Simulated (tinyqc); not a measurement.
Via and link resistance from two via chains.

Problem. A chain of 2000 vias joined by 2000 metal links has R = 2000 (Rv + Rlink), with Rlink proportional to the link length. Find Rv, Rlink for length L, and the value of Rv that the short chain would give if the links were ignored.

resistance of chains of 2000 links with link lengths L and 3 L (ohm): [33800, 41400]

Answer. R per link is a straight line in the link length; its intercept at zero length is Rv.

Rv = 15.0 ohm
Rlink = 1.90 ohm
Rv without correction = 16.9 ohm

Numbers from tinyqc (`OMP_NUM_THREADS=1 python tinyqc.py 2750181 2750182 out.jsonl`; about 0.01 s on one thread of a shared Intel Xeon 2.30GHz).
